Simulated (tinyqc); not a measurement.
Inside a calculation. Method: Hueckel theory of the pi electrons, for the molecule BC1=CN=CC=CC1=C (SMILES; centres numbered as the heavy atoms are written). One step of it, computed by the program tinyqc.

Question. Orbitals. Diagonalise; E = alpha + x beta with beta < 0, so the largest x are filled first; degenerate levels share their electrons. P = sum n_i c_ri c_si; each orbital has its largest coefficient positive (the first on a tie).

Hueckel matrix in units of beta (H = alpha + beta A), lower triangle:
```
           1B        2C        3C        4N        5C        6C        7C        8C
1B  -1.000000
2C   0.700000  0.000000
3C   0.000000  1.000000  0.000000
4N   0.000000  0.000000  1.000000  0.500000
5C   0.000000  0.000000  0.000000  1.000000  0.000000
6C   0.000000  0.000000  0.000000  0.000000  1.000000  0.000000
7C   0.000000  0.000000  0.000000  0.000000  0.000000  1.000000  0.000000
8C   0.000000  1.000000  0.000000  0.000000  0.000000  0.000000  1.000000  0.000000
9C   0.000000  0.000000  0.000000  0.000000  0.000000  0.000000  0.000000  1.000000

          9C
9C  0.000000
```

pi electrons, sum of z_r less the charge = 8

Give: x values; occupations; coefficients; charge and bond-order matrix P.

Answer.

x values: 2.1799  1.5912  1.3027  0.3162  -0.2419  -0.7191  -1.1165  -1.7328  -2.0796

occupations: 2.0000  2.0000  2.0000  2.0000  0.0000  0.0000  0.0000  0.0000  0.0000

coefficients:
```
       MO1      MO2      MO3      MO4      MO5      MO6      MO7      MO8
1B  0.0860  -0.0583  -0.1294  -0.2071  -0.3329  -0.2158   0.7853   0.2099
2C  0.3906  -0.2159  -0.4257  -0.3895  -0.3605  -0.0866  -0.1307  -0.2197
3C  0.3711   0.2104  -0.4370  -0.1936   0.2752   0.5450  -0.0993   0.3474
4N  0.4184   0.5508  -0.1436   0.3283   0.2939  -0.3053   0.2416  -0.3822
5C  0.3317   0.3906   0.3218   0.1332  -0.4933  -0.1728  -0.2912   0.5060
6C  0.3047   0.0707   0.5627  -0.2861  -0.1745   0.4296   0.0835  -0.4945
7C  0.3325  -0.2781   0.4113  -0.2237   0.5355  -0.1361   0.1979   0.3510
8C  0.4202  -0.5132  -0.0270   0.2154   0.0450  -0.3317  -0.3045  -0.1136
9C  0.1928  -0.3225  -0.0207   0.6813  -0.1859   0.4612   0.2727   0.0656

        MO9
1B   0.3338
2C  -0.5149
3C   0.2937
4N  -0.0958
5C  -0.0465
6C   0.1925
7C  -0.3539
8C   0.5434
9C  -0.2613
```

charge and bond-order matrix P, lower triangle:
```
         1B       2C       3C       4N       5C       6C       7C      8C
1B   0.1409
2C   0.3639   1.0642
3C   0.2326   0.7219   0.8209
4N  -0.0911  -0.0445   0.5408   1.2136
5C  -0.1270  -0.2872   0.0778   0.7029   0.7677
6C   0.0171  -0.0486  -0.1251  -0.0166   0.5433   0.9928
7C   0.0759   0.2040  -0.1431  -0.2930   0.2084   0.7542   0.8142
8C   0.0499   0.4051   0.0361  -0.0646  -0.0821   0.0299   0.4464  0.9741
9C  -0.2061  -0.2232  -0.2383   0.2592   0.0441  -0.3413  -0.0142  0.7877

        9C
9C  1.2115
```
